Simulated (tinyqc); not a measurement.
## Trench capacitor in an array: capacitance, non-linearity, leakage and relaxation: cell against the film thickness

A film between two metal electrodes, each interface adding a series capacitance ci. The small-signal permittivity is ek (1 + aq E^2); the field is found with the linear permittivity. Leakage J = J0 sinh(E/Ef). After a voltage step the film passes a relaxation current kr C V tt^(-nr), tt being the time in seconds. The sidewall is a coaxial capacitor with radii a = dm/2 - t and b = dm/2, depth AR dm; the end face is left out.

Per length 1/c = ln(b/a)/(2 pi eps0 ek) + (1/a + 1/b)/(2 pi ci); cell capacitance c AR dm; per footprint over pt^2; fields c V/(2 pi eps0 ek r) at r = a and b; resistance of the inner electrode rho AR dm/(pi a^2); time constant R C/3 of the distributed line.

Parameters, values chosen for the exercise; permittivity of the order of that of aluminium oxide: relative permittivity of the film ek = 8.47; capacitance of each electrode interface (dead layer and screening) ci = 290 uF/cm^2; bias V = 0.8 V; diameter of the hole dm = 18 nm; aspect ratio, depth over diameter AR = 20; pitch of the square array pt = 27 nm; resistivity of the inner electrode rho = 150 uohm cm.

Constants: eps0 = 8.8541878128e-14 F/cm where lengths are in cm. Results are converted to the units shown.

Cell against the film thickness:
```
t (nm),cell capacitance (fF),per footprint (uF/cm^2),field at a (MV/cm),field at b (MV/cm),R (kohm),R C/3 (ps)
1.4,0.96739,132.70,6.0030,5.0692,2.9759,0.95962
1.8,0.73880,101.34,4.8392,3.8713,3.3157,0.81655
2.3,0.56198,77.090,3.9557,2.9448,3.8291,0.71729
3.1,0.39493,54.174,3.1568,2.0695,4.9379,0.65004
4,0.28470,39.054,2.6853,1.4918,6.8755,0.65249
5.3,0.18874,25.891,2.4057,0.98902,12.556,0.78994
6.9,0.11536,15.824,2.5907,0.60449,38.977,1.4988
```

What does the table show?

As t goes from 1.4 to 6.9, the cell capacitance falls from 0.967 to 0.115 fF, the capacitance per footprint falls from 133 to 15.8 uF/cm^2, the ratio of the two fields rises from 1.18 to 4.29 and R C/3 goes from 0.960 through a minimum of 0.650 (at t = 3.1 among the rows listed) to 1.50 ps; the time constant goes as t^(-0.64) between the first two rows and t^(2.43) between the last two.

Computed by the program tinyqc: `OMP_NUM_THREADS=1 python tinyqc.py 2102193 2102194 out.jsonl`, one thread of a shared Intel Xeon 2.30GHz, about 0.01 s for the whole run.
